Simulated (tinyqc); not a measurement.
# Worked calculation: MOS inversion layer, Poisson-Schroedinger loop

Program tinyqc, `OMP_NUM_THREADS=1 python tinyqc.py 2160079 2160080 out.jsonl`; Intel Xeon 2.30GHz, shared host, one thread, about 0.5 s. Printed values are rounded.

Electrons confined at an insulator interface at z = 0, treated as a hard wall; parabolic valleys, Hartree approximation, no image or exchange terms. The depletion charge lies far deeper than the electrons and gives a uniform field q Nd/(eps0 eps_r); the gate balances all charge. Energies are counted from the band edge at the interface.

Values chosen for this exercise; masses and permittivity close to those of gallium nitride: temperature T = 300 K; relative permittivity eps_r = 9.47; mass along z of valley set A (1 valley(s)) mz1 = 0.203 m0; in-plane density-of-states mass of set A md1 = 0.198 m0; sheet density of electrons Ns = 1.2e13 cm^-2; sheet density of depletion charge Nd = 2e12 cm^-2; mesh step hz = 0.6 nm; mixing factor a = 0.3.

Constants: q = 1.602176634e-19 C, kB = 1.380649e-23 J/K, hbar = 1.054571817e-34 J s, m0 = 9.1093837015e-31 kg, Vt = kB T/q, eps0 = 8.8541878128e-14 F/cm where lengths are in cm, hbar^2/(2 m0) = 0.0380998212 eV nm^2. Results are converted to the units shown.

## Fixed part of the potential

z, node 1 to 16 (nm): 0.6  1.2  1.8  2.4  3  3.6  4.2  4.8  5.4  6  6.6  7.2  7.8  8.4  9  9.6

V0 = q Nd z/(eps0 eps_r) in eV.

fixed potential V0, node 1 to 16 (eV): 0.0229294  0.0458588  0.0687882  0.0917177  0.1146471  0.1375765  0.1605059  0.1834353  0.2063647  0.2292941  0.2522235  0.2751530  0.2980824  0.3210118  0.3439412  0.3668706

## Round 1: levels and probability densities

self-consistent potential U at the start, node 1 to 16 (eV): 0  0  0  0  0  0  0  0  0  0  0  0  0  0  0  0

Tridiagonal Hamiltonian with psi = 0 one step beyond both ends: H_ii = C (1/m_(i-1/2) + 1/m_(i+1/2))/hz^2 + V0_i + U_i, H_(i,i+1) = -C/(m_(i+1/2) hz^2), C = hbar^2/(2 m0). The lowest 2 level(s) are kept, normalised to hz sum |psi|^2 = 1. The mass is the same on all intervals.

levels (eV): A1 0.1511431, A2 0.2636492

```
node	|psi|^2 of A1 (1/nm)	|psi|^2 of A2 (1/nm)
1	0.0697333	0.0681397
2	0.2145528	0.1612373
3	0.3235157	0.1401061
4	0.3416653	0.0429185
5	0.2847628	0.0008005
6	0.1983685	0.0653658
7	0.1194046	0.1774226
8	0.0634634	0.2534419
9	0.0302388	0.2582539
10	0.0130612	0.2089449
11	0.0051567	0.1413015
12	0.0018712	0.0820586
13	0.0006247	0.0413461
14	0.0001897	0.0178612
15	0.0000496	0.0061873
16	0.0000085	0.0012807
```

## Round 1: Fermi level and occupations

Level k holds N_k = D_k Vt ln(1 + exp((EF - E_k)/Vt)) with D = md1 m0 q/(pi hbar^2) per eV (spin included); EF is fixed by sum N_k = Ns.

EF = 0.2729879 eV
N_k (cm^-2): A1 1.009699e13, A2 1.903010e12

## Round 1: density, output potential and mixing

n_i = sum_k N_k |psi_k|^2 (converted to cm^-3). Hartree part by Gauss: on the interval before node i the electrons still beyond are S_i = Ns - hz sum_(j<i) n_j, and U_i = U_(i-1) + q S_i hz/(eps0 eps_r) in eV, U_0 = 0 at the interface. Mixing: U(new) = U + a (U(out) - U).

```
node	n (1e19 cm^-3)	U(out) (eV)	U after round 1 (eV)
1	0.833766	0.1375765	0.0412729
2	2.473174	0.2694176	0.0808253
3	3.533158	0.3842462	0.1152739
4	3.531465	0.4747709	0.1424313
5	2.876771	0.5410032	0.1623010
6	2.127316	0.5874467	0.1762340
7	1.543264	0.6192568	0.1857770
8	1.123092	0.6404511	0.1921353
9	0.796780	0.6539198	0.1961759
10	0.529503	0.6619076	0.1985723
11	0.320965	0.6662530	0.1998759
12	0.175052	0.6683905	0.2005172
13	0.084990	0.6693240	0.2007972
14	0.035906	0.6696728	0.2009018
15	0.012275	0.6697745	0.2009324
16	0.002523	0.6697919	0.2009376
```

## Course of the self-consistent loop

Start from U = 0. Stop when the largest |U(out) - U| is below 1e-7 eV, or after 60 rounds. From round 2 on: Anderson mixing of depth m keeps the last m inputs V and residuals F = V(out) - V(in), fits c by least squares to F = dF c over their successive differences dF, dV, and sets V(new) = V + a F - (dV + a dF) c. Here m = 3.

Course of the iteration:
```
round	level A1 (eV)	EF (eV)	largest |U(out) - U| (eV)
1	0.1511431	0.2729879	0.670
2	0.2800826	0.4143762	0.310
3	0.4134130	0.5537118	0.0780
4	0.4703705	0.6102756	0.0174
5	0.4775526	0.6159949	1.90e-3
6	0.4782729	0.6166822	1.00e-3
7	0.4788741	0.6172922	3.54e-4
8	0.4788263	0.6172545	1.65e-4
9	0.4787991	0.6172352	2.50e-5
10	0.4788076	0.6172434	1.00e-5
11	0.4788116	0.6172474	4.50e-6
12	0.4788144	0.6172503	7.41e-7
13	0.4788143	0.6172502	4.76e-7
14	0.4788141	0.6172500	1.17e-7
15	0.4788141	0.6172500	3.94e-8
```

Converged in 15 rounds.

## Converged levels, occupations and centroid

converged U, node 1 to 16 (eV): 0.1375764  0.2548005  0.3330655  0.3773524  0.4005648  0.4126495  0.4191085  0.4226131  0.4244781  0.4254204  0.4258632  0.4260538  0.4261277  0.4261527  0.4261595  0.4261606

Solve for the levels with V0 + U, find EF, n_i = sum_k N_k |psi_k|^2 (in cm^-3); share of each level N_k/Ns; centroid sum n z/sum n.

levels (eV): A1 0.4788141, A2 0.6495062
EF = 0.6172500 eV
shares (%): A1 95.50192, A2 4.49808
n, node 1 to 16 (in units of 1e19 cm^-3): 2.958714  5.663607  4.939534  3.063672  1.617675  0.817824  0.429491  0.238376  0.134108  0.072636  0.036654  0.016958  0.007116  0.002654  0.000822  0.000158
centroid = 1.858576 nm

An 800-node mesh to 16 nm with 8 levels a set gives A1 = 0.4840 eV, EF = 0.6232 eV and a centroid of 1.888 nm; the levels kept above hold 99.9 % of the electrons there. The coarse centroid is 1.6 % below the fine one.

## Closed-form estimates

Triangular well: E_k = a_k (C F^2/mz)^(1/3), a_1 = 2.338107, a_2 = 4.087949, C = hbar^2/(2 m0), F in eV/nm. Fang-Howard (all electrons in the lowest level of set A): b^3 = 6 (mz1/C) q (Nd + 11 Ns/32)/(eps0 eps_r), centroid 3/b, level C b^2/(4 mz1) + (3/b) q (Nd + 11 Ns/16)/(eps0 eps_r). Use F = q (Nd + Ns)/(eps0 eps_r), the surface field, and F = q (Nd + Ns/2)/(eps0 eps_r).

A1 with the surface field = 0.5557761 eV
A1 with Nd + Ns/2 = 0.3827142 eV
A2 with Nd + Ns/2 = 0.6691379 eV
b = 1.552437 1/nm
Fang-Howard centroid = 1.932445 nm
Fang-Howard level = 0.4915622 eV

Against the self-consistent A1 = 0.4840 eV on a fine mesh, the surface-field estimate is 15 % above it, the half-charge one 21 % below it and Fang-Howard 1.6 % above it. A1 holds 96.0 % of the electrons, and the Fang-Howard centroid is 2.3 % above the full one.
